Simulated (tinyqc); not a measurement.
Composition and strain of an epitaxial Si(1-x)Ge(x) layer from Raman and X-ray peaks. Changing the Ge fraction x. Computed by tinyqc, a small Python program. Command: `OMP_NUM_THREADS=1 python tinyqc.py 3015359 3015360 out.jsonl epiraman sweep`. One thread of a shared host (Intel(R) Xeon(R) Processor @ 2.30GHz), about 0.01 s of CPU time with the checks.

A (001) layer, biaxially strained in the plane. The Raman peaks follow empirical lines omega = w0 + c1 x + c3 x^3 + b eps (c3 for Si-Ge alone), with eps the in-plane strain.

Inputs (values chosen for the exercise, modelled on silicon-germanium):
```
quantity                        value      unit
degree of relaxation R              0         -
Ge fraction y of the buffer      0.55         -
lattice constant of Si          5.431  angstrom
lattice constant of Ge          5.658  angstrom
bowing B                        0.025  angstrom
2 C12/C11 of Si                 0.774         -
2 C12/C11 of Ge                 0.751         -
Si-Si: w0                       521.1      1/cm
Si-Si: c1                       -65.1      1/cm
Si-Si: strain coefficient b      -708      1/cm
Si-Ge: w0                       400.2      1/cm
Si-Ge: c1                        25.1      1/cm
Si-Ge: c3                       -35.4      1/cm
Si-Ge: strain coefficient b      -587      1/cm
Ge-Ge: w0                       280.5      1/cm
Ge-Ge: c1                        19.7      1/cm
Ge-Ge: strain coefficient b      -476      1/cm
X-ray wavelength             1.540598  angstrom
```

Substrate: relaxed alloy buffer.

Method:
- Relaxed lattice constant a(x) = a_Si + (a_Ge - a_Si) x - B x (1 - x).
- In-plane constant a_par = a_sub + R (a(x) - a_sub); eps = a_par/a(x) - 1; eps_perp = -(2 C12/C11) eps with 2 C12/C11 linear in x; a_perp = a(x) (1 + eps_perp). The buffer has a_sub = a(y).
- Insert x and eps in the three lines; the strain part is b eps.
- Bragg angle theta = arcsin(2 lambda/a) for (004), for the substrate with a_sub and the layer with a_perp; separation in arc seconds.

One run for each value; columns: (1) Ge fraction x; (2) Si-Si peak (1/cm); (3) Si-Ge peak (1/cm); (4) Ge-Ge peak (1/cm); (5) in-plane strain eps (per mille); (6) separation, layer less substrate (arcsec):
```
(1)     (2)    (3)    (4)     (5)    (6)
0.08  502.6  391.2  273.1   18.79   4688
0.18  498.8  395.8  277.0   14.90   3696
0.29  494.7  400.4  281.2   10.56   2601
0.40  490.7  404.4  285.5    6.14   1503
0.50  487.1  407.1  289.4    2.06    501
0.60  483.5  408.8  293.3   -2.07   -502
0.71  479.6  409.3  297.7   -6.69  -1606
0.82  475.8  407.9  302.1  -11.36  -2711
0.92  472.3  404.9  306.1  -15.67  -3715
```

Over the rows, Si-Si peak (1/cm) falls from 503 to 472 (exponent d ln y / d ln x -0.0093 between the first rows and -0.063 between the last); Si-Ge peak (1/cm) goes from 391 through a maximum among these rows, 409 at 0.710, to 405; Ge-Ge peak (1/cm) rises from 273 to 306 (exponent d ln y / d ln x 0.017 between the first rows and 0.11 between the last). Composition and strain both change with x. The Si-Si peak moves by -36.1 per cm per unit x on average, against c1 = -65.1 without strain: eps moves towards compression as x grows, which offsets part of the fall, in proportion to 1 - R.

Caution (rows 0.0800, 0.180, 0.820, 0.920): near either end one of the like-atom peaks is weak, since its intensity follows the number of such bonds.

Extremes, crossings and ranges named in words are read from the listed rows.
